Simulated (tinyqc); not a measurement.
From one set of inputs to another, one input at a time: valley-orbit splitting of a donor ground state, with strain. Computed by tinyqc, a small Python program. Command: `OMP_NUM_THREADS=1 python tinyqc.py 3012864 3012865 out.jsonl valleyorbit ladder`. One thread of a shared host (Intel(R) Xeon(R) Processor @ 2.30GHz), about 0.01 s of CPU time with the checks.

The basis is the 1s envelope in each valley; energies are counted from the unstrained conduction-band edge. The strain is e_s (a a^T - 1/3) for the unit stress axis a, so valley j along n_j moves by Xi_u e_s w_j with w_j = (n_j.a)^2 - 1/3: +1/3 for [111] and [-1-11], -1/3 for the others.

The inputs printed are set A. Inputs not listed in the table keep their values of set A, so the rows need not describe a real material.

Inputs (values chosen for the exercise, modelled on donors in germanium):
```
quantity,value,unit
single-valley binding energy E_0,9.72,meV
central-cell shift Lambda,0.93,meV
coupling Delta_1,0.83,meV
shear deformation potential Xi_u,16.9,eV
shear strain e_s,-0.00049,-
temperature T,30,K
donor density N_D,1.8e+14,cm^-3
density-of-states mass of one valley m_e,0.214,m_0
```

Valleys: four along <111>. Stress axis: [110].

Constants: k_B = 8.617333262e-05 eV/K; m_0 = 9.1093837015e-31 kg; k_B = 1.380649e-23 J/K; h = 6.62607015e-34 J s.

Method:
- H_jj = -(E_0 + Lambda) + Xi_u e_s w_j; H_jk = -Delta_1 between any two valleys.
- Diagonalise H; the ground vector has positive components. The density at the nucleus, and so the contact hyperfine coupling, scales as (sum_j c_j)^2/(number of valleys), which is 1 without strain; the envelopes are held fixed.
- The binding energy is counted from the lowest valley edge, min_j Xi_u e_s w_j; the gap is from the ground state to the next level.
- z = sum over levels of exp(-(E - E_ground)/k_B T), the ground-state share being 1/z; N_c = 2 (2 pi m_e k_B T/h^2)^(3/2) sum_j exp(-(shift_j - lowest shift)/k_B T); n1 = N_c/(2 z) exp(-binding/k_B T), binding = lowest shift - E_ground; without compensation n = 2 N_D/(1 + sqrt(1 + 4 N_D/n1)) (Boltzmann statistics; p and higher states left out).

Each row keeps all changes above it:
```
input moved,from,to,gap to the first excited state (meV),hyperfine ratio A/A_0,share of neutral donors in the ground state
set A,-,-,2.1207,0.75768,0.63489
donor density N_D (cm^-3),1.8e+14,1.7e+14,2.1207,0.75768,0.63489
shear deformation potential Xi_u (eV),16.9,15.6,2.1530,0.77293,0.62873
single-valley binding energy E_0 (meV),9.72,11,2.1530,0.77293,0.62873
shear strain e_s,-0.00049,0.00023,2.5100,0.90567,0.57661
coupling Delta_1 (meV),0.83,0.96,2.9860,0.92440,0.61969
central-cell shift Lambda (meV),0.93,0.31,2.9860,0.92440,0.61969
```

gap to the first excited state goes from 2.12 to 2.99, a factor 1.41 in all. The largest single move comes from coupling Delta_1 (a factor 1.19). Hyperfine ratio A/A_0 goes from 0.758 to 0.924, a factor 1.22 in all. The largest single move comes from shear strain e_s (a factor 1.17). Share of neutral donors in the ground state goes from 0.635 to 0.620, a factor 0.9761 in all. The largest single move comes from shear strain e_s (a factor 0.917), and coupling Delta_1 works against it (a factor 1.07). The single moves hold for this order of the switches; the total does not depend on the order.

Extremes, crossings and ranges named in words are read from the listed rows.
